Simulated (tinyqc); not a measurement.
Worked calculation: deep level with several charge states, and Shockley-Read-Hall recombination. Values are carried at full precision from step to step, so a last printed digit may differ when a step is redone from the rounded ones.

Energies from Ev. The defect has charge states +1, 0, -1 with weights 1, gm exp((EF - E1)/kT), exp((2 EF - E1 - E2)/kT); the shares are the weights over their sum. Boltzmann carriers: n = Nc exp((EF - Eg)/kT), p = Nv exp(-EF/kT). Neutrality: p - n + Nd + Nt <q> = 0.

Constants: kB = 8.617333262e-05 eV/K.

Values chosen for the exercise (gap and densities of states near those of Si at this temperature; not measured data): Eg = 1.098 eV (gap); Nc = 3.33e+19 1/cm^3 (conduction-band density of states); Nv = 1.44e+19 1/cm^3 (valence-band density of states); T = 350 K; E1 = 0.399 eV (level (+1/0) above Ev); E2 = 0.593 eV (level (0/-1) above Ev); gm = 1 (degeneracy of the middle state, the others 1); Nt = 1.6e+14 1/cm^3 (defects); Nd = -2.1e+15 1/cm^3 (ionised shallow donors minus acceptors); E_try = 0.667 eV (trial Fermi level); Et = 0.593 eV (recombination level above Ev); sn = 4.4e-15 cm^2 (electron capture cross-section); sp_ = 4.5e-14 cm^2 (hole capture cross-section); vth = 16000000 cm/s (thermal velocity, both carriers); Nm = 1.6e+15 1/cm^3 (equilibrium holes for the lifetime steps); dn = 1e+16 1/cm^3 (excess pairs).

## Charge states at a trial Fermi level

Form the exponents, the shares, the mean charge and the residual of neutrality at EF = E_try.

exponents of the second and third weights: 8.886  11.339

shares: +1 0.0000, 0 0.0792, -1 0.9208

<q> = -0.9208

n, p (1/cm^3): 2.07e+13  3.58e+09

residual = -2.27e+15 1/cm^3

The residual is negative, so EF must fall.

## The neutral state

Solve for EF.

EF = 0.2688 eV

shares at EF: +1 0.987, 0 0.013, -1 0.000

n = 3.82e+07 1/cm^3
p = 1.94e+15 1/cm^3

Without the defects the majority density would be 2.10e+15 1/cm^3; with them the density of these carriers is 1.94e+15, so they compensate part of the doping. Most defects are in the state +1.

## Recombination through one level

One level at Et with degeneracy 1: tn = 1/(sn vth Nt), tp = 1/(sp_ vth Nt), n1 = Nc exp((Et - Eg)/kT), p1 = Nv exp(-Et/kT), ni^2 = n1 p1. Equilibrium p0 = Nm, n0 = ni^2/Nm; n = n0 + dn, p = p0 + dn. U = (n p - ni^2)/(tp (n + n1) + tn (p + p1)), lifetime dn/U; emission rates en = sn vth n1, ep = sp_ vth p1.

Evaluate each quantity.

tn, tp (microsecond): 0.08878  0.008681

n1, p1 (1/cm^3): 1.78e+12  4.16e+10

U = 1.04e+23 1/(cm^3 s)
lifetime = 0.0963 microsecond

The lifetime is 1.084 times the minority capture time tn and 0.988 times tn + tp, the limit of high injection.

## Emission and generation in a depleted region

With n = p = 0 the level generates pairs at G = Nt en ep/(en + ep); generation lifetime tg = ni/G; current density e G W for a width W = 1 micrometre, e = 1.602176634e-19 C.

en, ep (1/s): 1.25e+05  3.00e+04

G = 3.87e+18 1/(cm^3 s)
tg = 0.0703 microsecond
current density = 6.20e-05 A/cm^2

The slower step, hole emission, limits the rate: en/ep = 4.18.

## Checks

- U against hole capture minus emission at the steady occupation of the level (1/(cm^3 s)): both 1.039e+23.

Program tinyqc; command `OMP_NUM_THREADS=1 python tinyqc.py 1650610 1650611 out.jsonl`; about 0.01 s on one thread of a shared Intel(R) Xeon(R) Processor @ 2.30GHz.
